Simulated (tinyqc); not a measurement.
Deep level as a short-range spherical well, step by step. Values are carried at full precision from step to step, so a last printed digit may differ when a step is redone from the rounded ones.

A spherical well of radius R and depth V0 below the conduction edge, one mass m, c = hbar^2/2m0. The s level at binding Et solves k cot(k R) = -kappa with k = sqrt(m (V0 - Et)/c), kappa = sqrt(m Et/c); it exists for V0 > Vc = c (pi/2R)^2/m. Outside, psi falls as exp(-kappa r)/r.

Constants: hbar^2/2m0 = 3.80998211 eV angstrom^2; fine-structure constant alpha = 0.007297352564; hc = 1239.841984 eV nm; kB = 8.617333262e-05 eV/K; hbar = 6.58211957e-16 eV s.

Values chosen for the exercise (near those of GaAs; shifted at random, so the results belong to these values and not to a real crystal):
```
symbol  value  unit          meaning
R       2.3    angstrom      radius of the well
V0      30.78  eV            depth of the well
m       0.069  m0            mass
n_r     3.29                 refractive index
gv      1                    valleys
sn      8.2    x 1e-16 cm^2  capture cross-section
T       350    K             temperature
```

## The bound level

Solve for Et; the share outside is [sin^2(kR)/(2 kappa)]/[sin^2(kR)/(2 kappa) + R/2 - sin(2kR)/(4k)].

Et = 0.5298 eV
k = 0.7402 1/angstrom
kappa = 0.0980 1/angstrom
share outside = 0.802
Vc = 25.755 eV

The well is 1.20 times the critical depth. Since dEt/dV0 equals the share inside, 0.20, a 1 % change of V0 moves Et by 11.5 %. The decay length is 10.2 angstrom, 4.4 times R.

## Peak of the photo-ionisation cross-section

Lucovsky model (delta well, plane-wave final states, no local-field factor): sigma = (32 pi alpha c/(3 n_r m Et)) (x - 1)^(3/2)/x^3, x = h nu/Et, c = hbar^2/2m0; 1 angstrom^2 = 1e-16 cm^2.

The maximum lies at x = 2. Give the photon energy, its wavelength and sigma there.

h nu = 1.060 eV
wavelength = 1170 nm
sigma = 96.8 x 1e-18 cm^2

With 80 % of the state outside the well the delta-well form is a fair model.

## Thermal emission

Thermal emission e = sn v Nc exp(-Et/kB T), v = sqrt(6 c kB T/m)/hbar, Nc = 2 gv (m kB T/(4 pi c))^(3/2), c = hbar^2/2m0, one mass for both, degeneracy ratio 1; 1 angstrom = 1e-8 cm.

Give v, Nc, e and 1/e.

v = 4.802 x 1e7 cm/s
Nc = 0.5731 x 1e18/cm^3
e = 530 1/s
1/e = 0.00189 s

## Checks

- Et from the radial equation on a grid against the matching condition, eV: both 0.53.

tinyqc: `OMP_NUM_THREADS=1 python tinyqc.py 1282187 1282188 out.jsonl`; about 0.01 s, one thread, shared Intel(R) Xeon(R) Processor @ 2.30GHz.
